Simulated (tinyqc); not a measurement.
Polar nitride quantum well with polarisation fields, step by step. Values are carried at full precision from step to step, so a last printed digit may differ when a step is redone from the rounded ones.

Growth along [0001]. e_par = (a_sub - a)/a, Ppz = 2 e_par (e31 - e33 C13/C33), P = Psp + Ppz in each layer; strain relaxation and the strain shift of the gaps are left out, although thick layers with more than about 1 % mismatch would relax.

Constants: hbar^2/2m0 = 3.80998211 eV angstrom^2; hc = 1239.841984 eV nm.

Values chosen for the exercise (near those of a GaN well in AlGaN; the results hold for these values, not for the real material):
```
symbol  value    unit      meaning
a_w     3.189    angstrom  lattice constant a, well
a_b     3.161    angstrom  lattice constant a, barrier
a_sub   3.161    angstrom  in-plane lattice constant of the stack
Psp_w   -0.033   C/m^2     spontaneous polarisation
Psp_b   -0.0483  C/m^2     spontaneous polarisation
e31_w   -0.331   C/m^2
e31_b   -0.418   C/m^2
e33_w   0.685    C/m^2
e33_b   0.989    C/m^2
C_w     0.266              C13/C33
C_b     0.27               C13/C33
Lw      12       angstrom  well width
Lb      100      angstrom  barrier width
eps_w   10.2               dielectric constant
eps_b   10.5               dielectric constant
Eg      3.44     eV        gap of the well
Vc      0.573    eV        conduction offset
Vv      0.27     eV        valence offset
me      0.2      m0        electron, well
meb     0.244    m0        electron, barrier
mh      1.81     m0        hole, everywhere
```

## Strain and polarisation

Give strain and polarisation of well and barrier; the bound sheet charge is |P_w - P_b|/e with e = 1.602176634e-19 C.

Layers:
```
layer       e_par  Ppz (C/m^2)  P (C/m^2)
well     -0.00878      0.00901   -0.02399
barrier   0.00000      0.00000   -0.04830
```

sheet charge = 1.517 x 1e13/cm^2

Of P_w - P_b = +0.0243 C/m^2 the piezoelectric part gives +0.0090 and the spontaneous part +0.0153.

## Built-in fields

In a periodic stack without free charge the potential drop over a period vanishes: F_w = (P_b - P_w) Lb/(eps0 (eps_w Lb + eps_b Lw)), F_b = -F_w Lw/Lb, eps0 = 8.8541878e-12 F/m; 1 MV/cm = 1e8 V/m = 0.01 V/angstrom.

Give both fields and the drop |F_w| Lw across the well.

F_w = -2.396 MV/cm
F_b = 0.288 MV/cm
drop = 0.288 eV

## Levels with and without the field

Envelope functions on cells of 0.25 angstrom over barrier, well, barrier (widths Lb, Lw, Lb), psi = 0 beyond, psi'/m continuous (mean mass between points), c = hbar^2/2m0. With u(z) the integral of e F (F_w in the well, F_b = -F_w Lw/Lb in the barriers, 1 MV/cm = 0.01 V/angstrom), zero at the centre of the well, the electron sees u plus Vc in the barriers and the hole -u plus Vv. The transition is Eg + E_e + E_h; excitons are left out.

Ground states of electron and hole, their centres, the squared overlap, the transition and its wavelength hc/E.

Results:
```
case            E_e (eV)  E_h (eV)  <z>_e  <z>_h  overlap^2  E (eV)     nm
no field          0.2864    0.0652    0.0    0.0      0.896  3.7917  327.0
built-in field    0.2708    0.0325    2.2   -3.0      0.670  3.7432  331.2
```

The field shifts the line by -48 meV, pulls the carriers 5.2 angstrom apart and, with the rate proportional to overlap^2, lengthens the radiative lifetime by a factor 1.34.

## Estimate from two triangular wells

For a strong field: E = Eg - |e F_w| Lw + a0 (c (e F_w)^2)^(1/3) (me^(-1/3) + mh^(-1/3)), a0 = 2.338107, hard walls, c = hbar^2/2m0, 1 MV/cm = 0.01 V/angstrom.

electron term = 0.5190 eV
hole term = 0.2490 eV
E = 3.9205 eV

The electron term exceeds the drop across the well, so the electron still feels the far wall and the estimate is outside its range. Against the grid result 3.7432 eV the estimate errs by +177 meV: +104 from the electron and +73 from the hole, since hard walls stand in for offsets of 0.573 and 0.27 eV into which the carriers leak.

## Checks

- Electron level without field against the matching condition of the square well, eV: both 0.286.

(tinyqc, `OMP_NUM_THREADS=1 python tinyqc.py 1252571 1252572 out.jsonl`, Intel(R) Xeon(R) Processor @ 2.30GHz, 1 thread, shared host, about 0.07 s.)
